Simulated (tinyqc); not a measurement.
# Grain-boundary trapping model (Seto) of a polycrystalline semiconductor film, step by step

A worked calculation. Computed by tinyqc, a small Python program that keeps every step. Command: `OMP_NUM_THREADS=1 python tinyqc.py 3010499 3010500 out.jsonl poly walk`. One thread of a shared host (Intel(R) Xeon(R) Processor @ 2.30GHz), about 0.01 s of CPU time with the checks. Intermediate numbers are printed to about 7 digits and carried at full precision; extremes and crossings named in words are read from the listed rows.

Grains of equal size L are joined by thin boundaries with one trap level. Trapped carriers deplete a width W on each side and raise a barrier, crossed by thermionic emission. Dopants are fully ionised, statistics are non-degenerate and mu_g does not depend on T.

Inputs (values chosen for the exercise, modelled on polycrystalline germanium):
```
quantity                                     value        unit
permittivity eps                                16           -
effective mass m                               0.2         m_0
effective density of states at 300 K, N_c  6.2e+18      1/cm^3
grain size L                                    25          nm
trap density Q_t                             2e+12      1/cm^2
trap level E_t below the band edge            0.28          eV
doping N                                     1e+19      1/cm^3
mobility inside the grains mu_g                480  cm^2/(V s)
temperature T                                  300           K
```

Grain interior: resistance included.

Constants: e = 1.602176634e-19 C; eps_0 = 8.8541878128e-12 F/m; k_B = 8.617333262e-05 eV/K; m_0 = 9.1093837015e-31 kg; k_B = 1.380649e-23 J/K.

## Critical doping

If all traps fill, the grain is just depleted at N* = Q_t/L, with the barrier e Q_t L/(8 eps eps_0).

N* = 8.00e+17 1/cm^3

barrier at N* with all traps filled = 0.07068409 V

The traps stay filled only while e V_B is below E_t - k_B T ln(N_c(T)/N*) = 0.227 eV. The barrier above stays below that, so nearly all traps can fill.

## Barrier

N_c(T) = N_c (T/300 K)^(3/2). Filled traps Q = Q_t/(1 + (1/2) exp((E_t* - E_F)/k_B T)), where E_t* = e V_B - E_t and E_F are counted from the band edge at the grain centre. Partial depletion: Q = 2 N W, V_B = e N W^2/(2 eps eps_0), E_F = k_B T ln(N/N_c); solve for W. If that W would exceed L/2 the grain is fully depleted: W = L/2, Q = N L, and E_F follows from the trap equation. Centre density n_0 = N_c exp(E_F/k_B T).

depletion width W = 0.9999924 nm

barrier V_B = 0.005654641 V

E_F = 0.01235818 eV

centre density n_0 = 1.00e+19 1/cm^3

The grain is partly depleted; 100.0 % of the traps are filled, and they hold 8.0 % of the carriers. Caution: E_F is within 2 k_B T of the band edge, so non-degenerate statistics fail, and tunnelling through so thin a barrier adds to the current. Caution: e V_B is below 2 k_B T, where the depletion approximation fails and the mean density does not balance the trapped charge.

## Resistivity and effective mobility

Boundary: sigma_b = L e^2 n_0 exp(-e V_B/k_B T)/sqrt(2 pi m k_B T); drift through the grain, depleted parts included: rho_g = [(1 - 2W/L) + (2W/L) int_0^1 exp(y^2 s^2) ds]/(e n_0 mu_g); rho = 1/sigma_b + rho_g. Mean carrier density n_av = n_0 [(1 - 2W/L) + (2W/L) (sqrt(pi)/2) erf(y)/y], y = sqrt(e V_B/k_B T); effective mobility 1/(e n_av rho).

boundary resistivity = 0.001335318 ohm cm

drift resistivity rho_g = 0.001308424 ohm cm

resistivity rho = 0.002643742 ohm cm

mean carrier density = 9.945308e+18 1/cm^3

effective mobility = 237.3845 cm^2/(V s)

A single crystal with the same N and mu_g would have 0.00130 ohm cm, a factor 2.03 lower.

## Activation energy

E_a = d ln(rho)/d(1/k_B T) from T - 5 K and T + 5 K; temperature coefficient d ln(rho)/dT.

activation energy E_a = -0.003586176 eV

temperature coefficient = 0.04625268 %/K

With a fixed barrier the boundary term gives E_a = e V_B - k_B T/2 = -0.0073 eV, the second term coming from the thermal velocity in the prefactor; the drift resistivity, which hardly depends on T, dilutes it.

## Against the doping

The formulas are those given above.

The same film:
```
N (1/cm^3)    W (nm)     V_B (V)  mean density (1/cm^3)  mobility (cm^2/(V s))  rho (ohm cm)
2.40e+16    12.50000  0.00212052           2.003532e+12               256.3547  1.215212e+04
8.00e+16    12.50000  0.00706841           8.201744e+12               239.9928  3.170920e+03
2.00e+17    12.50000  0.01767102           3.288206e+13               202.5455  9.371476e+02
4.00e+17    12.50000  0.03534205           1.644504e+14               141.5283  2.681707e+02
6.40e+17    12.50000  0.05654728           1.261914e+15                83.3868  5.931473e+01
9.60e+17    10.41019  0.05883024           6.147378e+17                71.4711  1.420592e-01
1.60e+18     6.24906  0.03533143           1.346899e+18               124.0002  3.737079e-02
3.20e+18     3.12488  0.01766968           3.049758e+18               186.1703  1.099294e-02
8.00e+18     1.24999  0.00706827           7.932701e+18               231.1105  3.404465e-03
3.20e+19     0.31250  0.00176710           3.198214e+19               254.9023  7.656113e-04
```

The barrier peaks among these rows at N = 9.6e17 (0.059 V) and the mobility has its minimum at 9.6e17; N* is 8.0e17. While the grain is fully depleted (W = L/2) V_B grows as N; once all traps are filled it falls as 1/N (last exponent -1.00). Partly depleted rows (W < L/2) with e V_B below 2 k_B T stretch the depletion approximation. Where N approaches N_c the non-degenerate statistics fail. rho drops most steeply, as N^-14.9, between 6.4e17 and 9.6e17.

Checks made by the program: charge in the traps against the depleted charge (relative difference below 1e-10).
